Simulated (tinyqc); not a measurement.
# Pinning of the barrier by interface states

Cowley-Sze model with the space charge neglected: phiB = S (phiM - chi) + (1 - S)(Eg - phi0), S = 1/(1 + q Dit dl/(eps0 ei)), dl in cm.

Values chosen for this exercise; band and dielectric values those of a made-up semiconductor:
- Eg = 1.07 eV (band gap)
- chi = 4.1 eV (electron affinity)
- dl = 0.6 nm (thickness of the interfacial layer)
- ei = 1 (relative permittivity of the interfacial layer)
- phi0 = 0.56 eV (neutral level above the valence band)
- phiM = 4.72 eV (metal work function)

Constants: q = 1.602176634e-19 C, eps0 = 8.8541878128e-14 F/cm where lengths are in cm. Results are converted to the units shown.

Pinning of the barrier by interface states:
```
Dit (cm^-2 eV^-1),S,phiB (eV),change of phiB for 0.5 eV more work function (eV)
1e11,0.98926,0.61882,0.49463
3e11,0.96846,0.61653,0.48423
1e12,0.90206,0.60923,0.45103
3e12,0.75431,0.59297,0.37716
1e13,0.47945,0.56274,0.23973
3e13,0.23490,0.53584,0.11745
1e14,0.084338,0.51928,0.042169
3e14,0.029787,0.51328,0.014894
1e15,0.0091265,0.51100,0.0045633
```

S falls from 0.989 to 0.00913, passing 1/2 at Dit = eps0 ei/(q dl) = 9.21e12 cm^-2 eV^-1. The barrier falls from 0.619 to 0.511 eV, from near the Schottky-Mott value phiM - chi = 0.620 eV towards the pinned value Eg - phi0 = 0.510 eV.

Program tinyqc, `OMP_NUM_THREADS=1 python tinyqc.py 2020129 2020130 out.jsonl`; Intel Xeon 2.30GHz, shared host, one thread, about 0.07 s.
